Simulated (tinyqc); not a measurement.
Radius: spherical quantum dot.

A sphere of radius R, isotropic masses, c = hbar^2/2m0, k = sqrt(mw E/c), kappa = sqrt(mb (V0 - E)/c). State n l is the spherical Bessel function j_l(k r) inside and k_l(kappa r) outside; psi and psi'/m are continuous: (k/mw) j_l'(kR)/j_l(kR) = (kappa/mb) k_l'(kappa R)/k_l(kappa R). For l = 0 this reads kR cot(kR) = 1 - (mw/mb)(1 + kappa R).

With hard walls E = c (x/R)^2/mw, x a zero of j_l: 1s 3.141593; 2s 6.283185; 1p 4.493409; 2p 7.725252; 1d 5.763459; 2d 9.095011; 1f 6.987932; 2f 10.417119.

Constants: hbar^2/2m0 = 3.80998211 eV angstrom^2.

Values chosen for the exercise (near those of a non-polar GaN dot in AlGaN; shifted at random, so the results belong to these values and not to a real crystal): V0 = 0.72 eV (barrier height); mw = 0.196 m0 (mass inside); mb = 0.258 m0 (mass outside); Rs = (11, 16, 22, 31, 43, 62, 87) angstrom (radii).

The two lowest states against R; a dash marks an unbound state.

Levels (eV):

| R (angstrom) | 1s | 1p | 1s, hard walls | flat well of width 2R |
|---|---|---|---|---|
| 11 | 0.5689 | - | 1.5856 | 0.1647 |
| 22 | 0.2362 | 0.4728 | 0.3964 | 0.0612 |
| 31 | 0.1378 | 0.2799 | 0.1996 | 0.0351 |
| 43 | 0.0792 | 0.1617 | 0.1038 | 0.0200 |
| 62 | 0.0413 | 0.0845 | 0.0499 | 0.0104 |
| 87 | 0.0221 | 0.0453 | 0.0253 | 0.0055 |

Give the missing row, R (angstrom) = 16.

Computed row:
```
R (angstrom)      1s      1p  1s, hard walls  flat well of width 2R
16            0.3699  0.6996          0.7494                 0.0989
```

The lowest state is bound at every radius listed. 1p becomes bound between 11 and 16 angstrom. At the largest radius the level is 0.87 of the hard-wall value and 3.99 times that of the flat well (the hard-wall ratio is 4.00); the exponent d ln E/d ln R between the last two radii is -1.84. Levels above about 0.3 eV lie beyond the range of a parabolic mass.

tinyqc: `OMP_NUM_THREADS=1 python tinyqc.py 1282501 1282502 out.jsonl`; about 0.03 s, one thread, shared Intel(R) Xeon(R) Processor @ 2.30GHz.
